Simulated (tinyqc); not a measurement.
Off-state leakage of single and stacked transistors: one step of the calculation.

n-channel devices of unit width. Subthreshold current I(Vg, Vs, Vd) = I0 (T/300 K)^0.5 exp[(Vg - Vs - VT(T) - gb (Vs - Vb) + dd (Vd - Vs))/(nf Vt)] (1 - exp(-(Vd - Vs)/Vt)), VT(T) = VT - cT (T - 300 K). Gate-edge tunnelling Ig (Vd/1 V) exp(ag (Vd - 1 V)), for a gate at 0 V, and band-to-band leakage Ab u exp(-Bb/u), u = Vd - Vb + 1 V, flow at a drain held at V; both are taken as independent of T. In a stack of off transistors (all gates at 0 V) the same subthreshold current passes through each.

Task. Leakage of one transistor. Vg = Vs = 0, Vd = V; effective threshold VT(T) - gb Vb - dd V.

Values chosen for this exercise; values of the order met in bulk silicon logic transistors: temperature T = 398 K; supply voltage V = 1.1 V; threshold at 300 K, zero drain and body bias VT = 0.43 V; fall of the threshold with temperature cT = 0.6 mV/K; current at threshold at 300 K I0 = 0.72 uA/um; slope factor nf = 1.16; drain-induced lowering per volt dd = 0.05; rise of the threshold per volt of source-body bias gb = 0.09; gate-edge tunnelling current at 1 V Ig = 0.0001 uA/um; exponential slope of the gate current ag = 5.5 1/V; prefactor of band-to-band leakage at the drain Ab = 3 uA/(um V); its exponential voltage Bb = 23 V; body voltage Vb = 0 V.

Constants: q = 1.602176634e-19 C, kB = 1.380649e-23 J/K, Vt = kB T/q. Results are converted to the units shown.

Wanted: effective threshold; parts; total; shares.

Result.

effective threshold = 0.31620 V
parts (nA/um): subthreshold 0.29310, gate edge 0.19066, band-to-band 0.11035
total = 0.59411 nA/um
shares (%): subthreshold 49.335, gate edge 32.091, band-to-band 18.574

The subthreshold part is the largest.

Program tinyqc, `OMP_NUM_THREADS=1 python tinyqc.py 2242222 2242223 out.jsonl`; Intel Xeon 2.30GHz, shared host, one thread, about 0.03 s.
